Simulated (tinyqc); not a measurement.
The phase diagram: regular and subregular solution with a miscibility gap. Computed by tinyqc, a small Python program. Command: `OMP_NUM_THREADS=1 python tinyqc.py 3015038 3015039 out.jsonl regsol walk`. One thread of a shared host (Intel(R) Xeon(R) Processor @ 2.30GHz), about 0.02 s of CPU time with the checks.

Per mole of mixing sites: G(x) = x (1 - x) [L0 + L1 (1 - 2x)] + R T [x ln x + (1 - x) ln(1 - x)], x the fraction of B.

Inputs (values chosen for the exercise, for a model alloy): interaction L0 = 44.7 kJ/mol; size misfit eta = d ln a/dx = 0.019; asymmetry L1 = 0 kJ/mol.

Source of L0: given.

Constants: R = 8.314462618 J/(mol K).

Method:
- L0 and eta are given.
- The spinodal is G'' = 0, R T_s(x) = x (1 - x) [2 L0 + 6 L1 (1 - 2x)]; the critical point is its maximum.
- G' = L0 (1 - 2x) + L1 (1 - 6x + 6x^2) + R T ln[x/(1 - x)]; G'' = -2 L0 - 6 L1 (1 - 2x) + R T/[x (1 - x)].
- Common tangent: F1 = G'(x1) - G'(x2) = 0 and F2 = [G - x G'](x1) - [G - x G'](x2) = 0. Newton step: J = [[G''(x1), -G''(x2)], [-x1 G''(x1), x2 G''(x2)]], J dx = -F; a step that would leave 0 < x < 1 is halved until it stays inside. The start is x1 = s0, x2 = 1 - s0.
- For this table each start is x_s1/6 and 1 - (1 - x_s2)/6. The dilute estimate of x1 is exp(-(L0 + L1)/(R T)).

critical temperature T_c = 2688.09 K

critical composition x_c = 0.5

L0 = 44.7 kJ/mol

Binodal and spinodal:

| T (K) | binodal x1 | spinodal x_s1 | spinodal x_s2 | binodal x2 | dilute estimate of x1 |
|---|---|---|---|---|---|
| 1075 | 0.0071798 | 0.11267 | 0.88733 | 0.99282 | 0.0067306 |
| 1344 | 0.021245 | 0.14644 | 0.85356 | 0.97876 | 0.018313 |
| 1613 | 0.046351 | 0.18379 | 0.81621 | 0.95365 | 0.035685 |
| 1882 | 0.085743 | 0.22620 | 0.77380 | 0.91426 | 0.057462 |
| 2150 | 0.14467 | 0.27630 | 0.72370 | 0.85533 | 0.082040 |
| 2419 | 0.23716 | 0.34180 | 0.65820 | 0.76284 | 0.10834 |
| 2581 | 0.32992 | 0.40020 | 0.59980 | 0.67008 | 0.12456 |

What follows from these numbers?

The dilute estimate is 0.94 of x1 at the lowest T and 0.38 at the highest: it drops the pull of the other solutes and the impurity of the second phase. Near the top the binodal is 1.70 times as wide as the spinodal; the mean-field limit at T_c is sqrt(3) = 1.73. Caution: a real alloy may melt or decompose below this critical temperature.

Extremes, crossings and ranges named in words are read from the listed rows.
